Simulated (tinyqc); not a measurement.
Transient enhanced diffusion after implantation: plus-n interstitials, dissolving clusters and loss to the surface: one step, computed by the program tinyqc. Command: `OMP_NUM_THREADS=1 python tinyqc.py 3028084 3028085 out.jsonl ted walk`. One thread of a shared host (Intel(R) Xeon(R) Processor @ 2.30GHz), about 0.01 s of CPU time with the checks.

The implant leaves n Q interstitials in clusters at depth R_p. While clusters last they hold the free interstitials at a supersaturation S = C_I/C_I*; interstitials drain to the surface, and the part f_I of the dopant diffusion that uses interstitials speeds up in proportion to S.

Task: Duration and total effect at this temperature. The clusters last tau = n Q/J. If they dissolve fully at this T, the extra budget is (D/D* - 1) D* tau.

Inputs (values chosen for the exercise, modelled on indium in silicon): implant dose Q = 5.3e+13 1/cm^2; interstitials kept per ion n = 1.2; anneal (peak) temperature T = 925 C.

Anneal: spike.

flux J = 1.744780e+13 1/(cm^2 s)

enhancement D/D* = 371.4665

equilibrium diffusivity D* = 7.239812e-16 cm^2/s

Give: duration tau; extra budget if complete.

Result:

duration tau = 3.645 s

extra budget if complete = 9.777e-13 cm^2
